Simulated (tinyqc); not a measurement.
On-chip interconnect, size-dependent resistivity and RC delay: one step of the calculation.

A rectangular line between two neighbours and two ground planes. Surface and grain-boundary scattering are added to the bulk resistivity as corrections; capacitances are parallel-plate values without fringing; inductance is ignored.

Question. Ladder and Elmore delays. 6 equal pi sections: series Rs = r Lw/6; node capacitances c Lw/6, halved at nodes 0 and 6, with Cl added to node 6; Rd feeds node 0. Elmore delay of node k: the sum, over the resistors on the path to k, of resistance times all capacitance downstream of it.

Parameters, values chosen for the exercise; metal values close to those of copper:
```
symbol,value,unit,meaning
Lw,19,um,line length
Rd,1300,ohm,driver resistance
Cl,0.59,fF,load capacitance
```

r = 1054.9230 ohm/um
c = 0.031250075 fF/um

Find: Rs; C; Elmore delay.

Answer.

Rs = 3341 ohm

| node | C (fF) | Elmore delay (ps) |
|---|---|---|
| 0 | 0.04948 | 1.539 |
| 1 | 0.09896 | 5.328 |
| 2 | 0.09896 | 8.787 |
| 3 | 0.09896 | 11.91 |
| 4 | 0.09896 | 14.71 |
| 5 | 0.09896 | 17.18 |
| 6 | 0.6395 | 19.32 |

The far-end value equals Rd (c Lw + Cl) + r Lw (c Lw/2 + Cl) for any number of pi sections; the line resistance contributes 92.0 % of it.

Range of the model: The metal width is under the mean free path, where the thick-limit surface term and the simple sum of corrections lose accuracy.

tinyqc, about 0.01 s, one thread, Intel Xeon 2.30GHz (shared host): `OMP_NUM_THREADS=1 python tinyqc.py 2100060 2100061 out.jsonl`
